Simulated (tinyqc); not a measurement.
Monte Carlo simulation of one carrier in a uniform electric field: one step, computed by the program tinyqc. Command: `OMP_NUM_THREADS=1 python tinyqc.py 3030329 3030330 out.jsonl mcfl walk`. One thread of a shared host (Intel(R) Xeon(R) Processor @ 2.30GHz), about 3 s of CPU time with the checks.

The force e F acts along +z. Flights end at the constant total rate Gamma; the part of Gamma that the real rates do not fill is self-scattering, which leaves k unchanged. One valley, no impurities and no intervalley scattering.

Question. Scattering event 2. Kane band: hbar^2 k^2/(2 m) = E (1 + alpha E), speed v = hbar k/(m (1 + 2 alpha E)), states per spin, volume and energy g(E) = m k (1 + 2 alpha E)/(2 pi^2 hbar^2); overlap factors are set to 1. Masses are multiplied by m_0 and all formulas are in SI units. Phonon occupation N_q = 1/(exp(hbar w/(k_B T)) - 1). Acoustic deformation potential (elastic, equipartition, absorption and emission together): 1/tau = 2 pi k_B T D_A^2 g(E)/(hbar rho v_l^2). Polar optical, unscreened: W = e^2 w (1/eps_inf - 1/eps_s) m (1 + 2 alpha E') ln|(k + k')/(k - k')| / (4 pi eps_0 hbar^2 k), times N_q for absorption (E' = E + hbar w) and N_q + 1 for emission (E' = E - hbar w > 0), with alpha = 0 for a parabolic band; mean cosine of the angle <cos> = (k^2 + k'^2)/(2 k k') - 1/ln|(k + k')/(k - k')|. Choice: with cumulative rates in the order acoustic, absorption, emission, the process is the first whose sum exceeds r2 Gamma; if none, self-scattering. Final state: E' = E, E + hbar w or E - hbar w gives k'. Isotropic processes: cos(theta) = 1 - 2 r3 from the z axis, phi = 2 pi r4, k' (sin theta cos phi, sin theta sin phi, cos theta). Polar processes: cos(b) = [1 + xi - (1 + 2 xi)^r3]/xi, xi = 2 k k'/(k - k')^2, b from the old direction n; new direction cos b n + sin b (cos phi e1 + sin phi e2), e1 = (z x n)/|z x n|, e2 = n x e1. Use row 2 of the random numbers.

Inputs (values chosen for the exercise, for a model polar semiconductor):
```
quantity,value,unit
effective mass m,0.031,m_0
non-parabolicity alpha,1.7,1/eV
static permittivity eps_s,11.3,-
high-frequency permittivity eps_inf,7.74,-
density rho,6850,kg/m^3
sound velocity v_l,3620,m/s
acoustic deformation potential D_A,9.7,eV
optical phonon energy hbar w,33.9,meV
lattice temperature T,200,K
```

Crystal: polar. Band: Kane.

k at the end of the flight (1/nm): [0.06243898, 0.04802293, 0.08131655]

Random numbers (0.02 to 0.98, from up to 60 sets tried for early real events), one row a flight:
```
,r1,r2,r3,r4
1,0.6539,0.2017,0.6336,0.3760
2,0.9347,0.1131,0.1289,0.4281
3,0.0471,0.8973,0.8390,0.9454
4,0.1821,0.8130,0.6763,0.7050
5,0.6622,0.3937,0.9283,0.4701
6,0.4413,0.0322,0.3775,0.6479
7,0.4824,0.8920,0.5018,0.1779
```

Gamma = 21.27764 1e12/s

Constants: hbar = 1.054571817e-34 J s; m_0 = 9.1093837015e-31 kg; e = 1.602176634e-19 C; k_B = 1.380649e-23 J/K; hbar = 6.582119569e-16 eV s; eps_0 = 8.8541878128e-12 F/m; k_B = 8.617333262e-05 eV/K.

Give: cumulative rates; r2 Gamma; process chosen; k after event 2, the start of the next flight.

Answer.

cumulative rates (1e12/s): acoustic 0.068, absorption 2.575, emission 2.575

r2 Gamma = 2.407 1e12/s

Process chosen: absorption

k after event 2, the start of the next flight (1/nm): [0.1299, 0.0125, 0.1625]
